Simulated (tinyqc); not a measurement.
Formation energy of a charged point defect from supercell energies: one step, computed by the program tinyqc.

The host is a compound AB. Making the defect adds n_A = 1, n_B = 0 atoms to the cell. All total energies are inputs. E_F is counted from the valence-band maximum (VBM); x = 0 is A-rich and x = 1 B-rich growth.

Question. Transition levels and the lower envelope. eps(q/q') = [E_f(q', 0) - E_f(q, 0)]/(q - q'). U of state q is eps(q/q-1) - eps(q+1/q). The stable state at each E_F is the lowest line E_f(q, 0) + q E_F.

Inputs (values chosen for the exercise, for a model compound AB): gap E_g = 2.48 eV; dielectric constant eps = 7.44; cell length L = 9.4 angstrom.

Defect: A interstitial. Supercell lattice: bcc.

charge states q: [0, -1, -2]

E_f(q, 0) (eV): (q=0) 3.732800, (q=-1) 5.806164, (q=-2) 6.203254

Give: One-electron levels above the VBM (eV); Stable states.

Answer.

One-electron levels above the VBM (eV):
```
level    energy  U of the state between this level and the next
(0/-1)    2.073                                          -1.676
(-1/-2)   0.397                                               -
```

Stable states:
```
q   from E_F (eV)  to E_F (eV)
0           0.000        1.235
-2          1.235        2.480
```

Stable in the gap, from the VBM up: 0, -2. State -1 is never the lowest: its U is negative, so two such centres gain by exchanging an electron. Caution: the largest image-charge correction in these energies, q^2 alpha e^2/(8 pi eps_0 eps L) with alpha = 2.888462, exceeds a quarter of the gap; the point-charge term alone is then a rough estimate, usually too large for a charge that is spread out.
